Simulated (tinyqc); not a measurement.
# Cell and bit-line capacitance from two signals

Question. In a DRAM a freshly written one gives the bit-line signal (Vd/2) Cs/(Cs + Cb). Find Cs and Cb.

Inputs (values chosen for the exercise):
```
symbol  value  unit        meaning
Vd        1.5     V  array voltage
```

signal of a fresh one without and with 20 fF added to the bit line (mV): [139.28571, 108.33333]

Answer. (Vd/2)/signal = 1 + Cb/Cs, and the added capacitance raises it by its ratio to Cs.

Cs = 13.0 fF
Cb = 57.0 fF

tinyqc, about 0.01 s, one thread, Intel Xeon 2.30GHz (shared host): `OMP_NUM_THREADS=1 python tinyqc.py 2130146 2130147 out.jsonl`
